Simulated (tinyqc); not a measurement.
Potential step from the flux.

Question. On one interval J = (q mu Vt/hx) [nb B(d) - na B(-d)], B(d) = d/(exp(d) - 1), d = (psi_b - psi_a)/Vt. Find psi_b - psi_a, and the step at which J would vanish.

Parameters, values chosen for the exercise: temperature T = 450 K; electron mobility mu = 1360 cm^2/(V s); density at the left node na = 1.6e15 cm^-3; density at the right node nb = 2e14 cm^-3; node spacing hx = 11 nm.

Constants: q = 1.602176634e-19 C, kB = 1.380649e-23 J/K, Vt = kB T/q. Results are converted to the units shown.

J = 2079.1826 A/cm^2

Solution. B(d) falls and B(-d) rises with d, so J falls steadily with the step and one value matches. J = 0 needs nb/na = exp(d), the Boltzmann ratio.

psi_b - psi_a = -0.105 V
step for J = 0 = -0.0806 V

Numbers from tinyqc (`OMP_NUM_THREADS=1 python tinyqc.py 2220069 2220070 out.jsonl`; about 0.01 s on one thread of a shared Intel Xeon 2.30GHz).
